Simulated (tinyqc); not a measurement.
# Polycrystalline film, grain-boundary barriers (Seto model), step by step

Computed by the program tinyqc: `OMP_NUM_THREADS=1 python tinyqc.py 2610007 2610008 out.jsonl`, one thread of a shared Intel Xeon 2.30GHz, about 0.01 s for the whole run. Printed values are rounded.

One-dimensional grains of size Lg with donors N; each boundary has Qt acceptor-like traps per area at one level Et below the band edge. Trapped electrons qt deplete a width w = qt/N (both sides together) and raise a barrier Vb = q N w^2/(8 eps0 eps_r). Current crosses the barriers by thermionic emission at small bias. Abrupt depletion, full ionisation, Boltzmann statistics.

Parameters, values chosen for the exercise; values close to those of polycrystalline silicon: temperature T = 400 K; relative permittivity of the semiconductor eps_r = 11.7; grain size Lg = 200 nm; trap density at a boundary Qt = 1.5e12 cm^-2; donor density N = 5.6e17 cm^-3; mobility inside a grain mg = 150 cm^2/(V s); collection velocity at the barrier vc = 5.9e6 cm/s; conduction-band density of states at T Nc = 4.31e19 cm^-3; trap level below the band edge Et = 0.41 eV.

Constants: q = 1.602176634e-19 C, kB = 1.380649e-23 J/K, Vt = kB T/q, eps0 = 8.8541878128e-14 F/cm where lengths are in cm. Results are converted to the units shown.

## Critical doping and limits of the barrier

N* = Qt/Lg; fully depleted grains have Vb = q N Lg^2/(8 eps0 eps_r), filled traps Vb = q Qt^2/(8 eps0 eps_r N); the true barrier cannot exceed the smaller.

N* = 7.5e16 cm^-3
Vb, fully depleted = 4.330458 V
Vb, traps filled = 0.07767483 V

## Iteration 1: trapped charge

qt at the start = 1.4e12 cm^-2

w = qt/N, Vb = q N w^2/(8 eps0 eps_r), out = Qt/(1 + 2 (Nc/N) exp((Vb - Et)/Vt)); qt(new) = out.

w = 25 nm
Vb = 0.06766341 V
out = 1.488859e12 cm^-2
qt after iteration 1 = 1.488859e12 cm^-2

## Iteration 2: trapped charge

As before.

w = 26.58677 nm
Vb = 0.07652529 V
out = 1.485624e12 cm^-2
qt after iteration 2 = 1.485624e12 cm^-2

## Course of the iteration: trapped charge

Stop when qt changes by less than 10000 cm^-2, or after 60 iterations.

Course of the iteration:
```
iteration,qt (cm^-2),|change| (cm^-2)
1,1.488859e12,8.89e10
2,1.485624e12,3.23e9
3,1.485761e12,1.37e8
4,1.485755e12,5.73e6
5,1.485755e12,2.41e5
6,1.485755e12,1.01e4
7,1.485755e12,424
```

Converged in 7 iterations. At the end each change is about 0.042 times the one before, with alternating sign: linear convergence.

## Barrier, resistivity and effective mobility

Partly depleted grains: the density at the grain centre is n0 = N and qt = Qt/(1 + 2 (Nc/N) exp((Vb - Et)/Vt)). If that gives qt >= N Lg, the grains are fully depleted: qt = N Lg, w = Lg and n0 = 2 Nc exp((Vb - Et)/Vt)/(Qt/(N Lg) - 1). Resistivity: barriers rb = Vt exp(Vb/Vt)/(q n0 vc Lg), grain interior rg = (1 - w/Lg)/(q mg N); effective mobility 1/(q N (rb + rg)).

qt = 1.485755e12 cm^-2
w = 26.53134 nm
Vb = 0.07620656 V
n0 = 5.6e17 cm^-3
rb = 0.02970386 ohm cm
rg = 0.06444680 ohm cm
effective mobility = 118.3800 cm^2/(V s)

The grains are partly depleted, 99.1 % of the traps are filled and the barriers give 31.5 % of the resistivity.
